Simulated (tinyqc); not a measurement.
Threshold-voltage variability of a planar MOSFET, analytic estimates: a gate of 6 grains.

Three independent sources add in quadrature: random dopants in the depleted layer, metal-gate grains of two orientations, and roughness of the two gate edges acting through the roll-off VT = VT(long) - Vr exp(-L/l). These are first-order estimates: no three-dimensional electrostatics, no percolation.

Each of 6 equal grains has the higher work function with probability p; the threshold shift is dW (j/6 - p) for j such grains, and the off current changes by exp(-shift/(n Vt)).

Values chosen for this exercise; material values close to those of silicon: temperature T = 325 K; work-function difference of the two grain orientations dW = 0.15 eV; share of the orientation of higher work function p = 0.5; subthreshold factor n = 1.39.

Constants: q = 1.602176634e-19 C, kB = 1.380649e-23 J/K, Vt = kB T/q. Results are converted to the units shown.

Distribution:

| j | probability | shift (mV) | Ioff factor | probability x factor |
|---|---|---|---|---|
| 0 | 0.01562 | -75.00 | 6.866 | 0.1073 |
| 1 | 0.09375 | -50.00 | 3.612 | 0.3387 |
| 2 | 0.2344 | -25.00 | 1.901 | 0.4455 |
| 3 | 0.3125 | 0.00 | 1.000 | 0.3125 |
| 4 | 0.2344 | 25.00 | 0.5261 | 0.1233 |
| 5 | 0.09375 | 50.00 | 0.2768 | 0.02595 |
| 6 | 0.01562 | 75.00 | 0.1456 | 0.002276 |

The standard deviation is dW sqrt(p (1 - p)/6) = 30.6 mV. The mean off current is 1.36 times the nominal one; the log-normal formula exp(s^2/(2 (n Vt)^2)) gives 1.36. Devices with j = 2, 23 % of all, carry 33 % of the mean leakage.

Program tinyqc, `OMP_NUM_THREADS=1 python tinyqc.py 2090153 2090154 out.jsonl`; Intel Xeon 2.30GHz, shared host, one thread, about 0.01 s.
